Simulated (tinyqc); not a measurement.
# Worked calculation: on-chip power grid, static voltage drop by conjugate gradients

Program tinyqc, `OMP_NUM_THREADS=1 python tinyqc.py 2770204 2770205 out.jsonl`; Intel Xeon 2.30GHz, shared host, one thread, about 0.3 s. Printed values are rounded.

A grid of 3 rows and 4 columns, node k = 4 row + column. Neighbours in a row are joined by Rx, in a column by Ry; pad nodes, which reach the supply through Rp: 0, 11. Each node draws I0, node 1 draws kh I0. The drops u = Vdd - V solve G u = i, with G the conductance matrix (1/Rp added on the diagonal at pad nodes).

Parameters, values chosen for the exercise:
- Vdd = 0.75 V (supply voltage)
- Rx = 0.28 ohm (resistance of a horizontal segment)
- Ry = 0.53 ohm (resistance of a vertical segment)
- Rp = 0.032 ohm (resistance from a pad node to the supply)
- I0 = 3.5 mA (load current of an ordinary node)
- kh = 8 (factor on the load at the hot node)

## Diagonal of G, loads and first direction

G_kk = sum of the conductances at node k. Start u = 0, so the residual is r = i; p = r.

G_kk (S):
```
         col 0    col 1    col 2    col 3
row 0  36.7082  9.02965  9.02965  5.45822
row 1  7.34501  10.9164  10.9164  7.34501
row 2  5.45822  9.02965  9.02965  36.7082
```

r at the start (mA):
```
       col 0  col 1  col 2  col 3
row 0    3.5     28    3.5    3.5
row 1    3.5    3.5    3.5    3.5
row 2    3.5    3.5    3.5    3.5
```

p at the start (mA):
```
       col 0  col 1  col 2  col 3
row 0    3.5     28    3.5    3.5
row 1    3.5    3.5    3.5    3.5
row 2    3.5    3.5    3.5    3.5
```

## Iteration 1: conjugate-gradient step

u at the start (mV):
```
       col 0  col 1  col 2  col 3
row 0      0      0      0      0
row 1      0      0      0      0
row 2      0      0      0      0
```

q = G p; a = (r.r)/(p.q); u(new) = u + a p; r(new) = r - a q; b = (r.r)(new)/(r.r); p(new) = r(new) + b p.

q (mA S):
```
        col 0    col 1    col 2    col 3
row 0  21.875  221.226  -87.500    0.000
row 1   0.000  -46.226    0.000    0.000
row 2   0.000    0.000    0.000  109.375
```

a = 0.148529 ohm

u after iteration 1 (mV):
```
         col 0    col 1    col 2    col 3
row 0  0.51985  4.15880  0.51985  0.51985
row 1  0.51985  0.51985  0.51985  0.51985
row 2  0.51985  0.51985  0.51985  0.51985
```

r after iteration 1 (mA):
```
        col 0    col 1    col 2     col 3
row 0  0.2509  -4.8585  16.4963    3.5000
row 1  3.5000  10.3660   3.5000    3.5000
row 2  3.5000   3.5000   3.5000  -12.7453
```

b = 0.709051

p after iteration 1 (mA):
```
        col 0    col 1    col 2     col 3
row 0  2.7326  14.9950  18.9779    5.9817
row 1  5.9817  12.8476   5.9817    5.9817
row 2  5.9817   5.9817   5.9817  -10.2636
```

## Iteration 2: conjugate-gradient step

As before.

q (mA S):
```
         col 0    col 1    col 2     col 3
row 0   35.470   33.621   85.161   -46.415
row 1  -18.391   57.946  -49.043    30.652
row 2    0.000  -12.955   58.019  -409.410
```

a = 0.0939263 ohm

u after iteration 2 (mV):
```
         col 0    col 1    col 2     col 3
row 0  0.77651  5.56723  2.30238   1.08169
row 1  1.08169  1.72658  1.08169   1.08169
row 2  1.08169  1.08169  1.08169  -0.44418
```

r after iteration 2 (mA):
```
         col 0    col 1    col 2    col 3
row 0  -3.0806  -8.0163   8.4974   7.8596
row 1   5.2274   4.9233   8.1064   0.6210
row 2   3.5000   4.7168  -1.9495  25.7090
```

b = 1.57289

p after iteration 2 (mA):
```
         col 0    col 1    col 2    col 3
row 0   1.2175  15.5691  38.3476  17.2682
row 1  14.6359  25.1313  17.5149  10.0296
row 2  12.9085  14.1253   7.4590   9.5654
```

## Iteration 3: conjugate-gradient step

As before.

q (mA S):
```
         col 0    col 1    col 2    col 3
row 0  -38.527  -48.138  195.943  -61.626
row 1   -8.906  103.492  -20.801  -39.515
row 2   -7.605    7.388  -50.304  305.565
```

a = 0.103321 ohm

u after iteration 3 (mV):
```
         col 0    col 1    col 2    col 3
row 0  0.90231  7.17584  6.26450  2.86585
row 1  2.59389  4.32317  2.89135  2.11795
row 2  2.41541  2.54113  1.85236  0.54413
```

r after iteration 3 (mA):
```
        col 0    col 1     col 2    col 3
row 0  0.9000  -3.0427  -11.7477  14.2269
row 1  6.1476  -5.7696   10.2556   4.7038
row 2  4.2857   3.9535    3.2480  -5.8623
```

b = 0.612678

p after iteration 3 (mA):
```
         col 0    col 1    col 2    col 3
row 0   1.6460   6.4962  11.7471  24.8067
row 1  15.1147   9.6278  20.9866  10.8487
row 2  12.1945  12.6077   7.8180  -0.0018
```

## Course of the conjugate-gradient iteration

Stop when |r| is below 1e-9 mA.

Course of the iteration:
```
iteration  largest u (mV)  |r| (mA)
1                 4.15880      25.5
2                 5.56723      32.0
3                 7.17584      25.1
4                 8.32201      19.4
5                 9.01049      6.48
6                 8.82243      3.28
7                 8.71916      2.85
8                 8.67232      2.33
9                 8.56936     0.670
10                8.55697     0.116
11                8.55398   6.40e-4
12                8.55401   < 1e-11
```

Converged in 12 iterations for 12 unknowns; in exact arithmetic the method needs at most 12. The condition number of the matrix is 49.2. Gauss-Seidel sweeps in node order need 125 to reach the same residual.

## Worst drop, pad currents and power lost

converged u (mV):
```
         col 0    col 1    col 2    col 3
row 0  1.23753  8.49078  8.55401  8.41880
row 1  6.14977  7.26044  7.07465  6.30785
row 2  7.10465  6.62912  4.84006  0.89047
```

Pad current u/Rp; worst drop as a share of Vdd; power lost in the grid and pads sum_k i_k u_k; power delivered sum_k i_k (Vdd - u_k).

worst drop = 8.55401 mV
share of Vdd = 1.14054 %
pad currents (mA): node 0 38.6728, node 11 27.8272
power lost = 0.463378 mW
power delivered = 49.4116 mW

The pad currents add up to the total load, 66.50 mA. The worst drop is at node 2, not at the hot node.
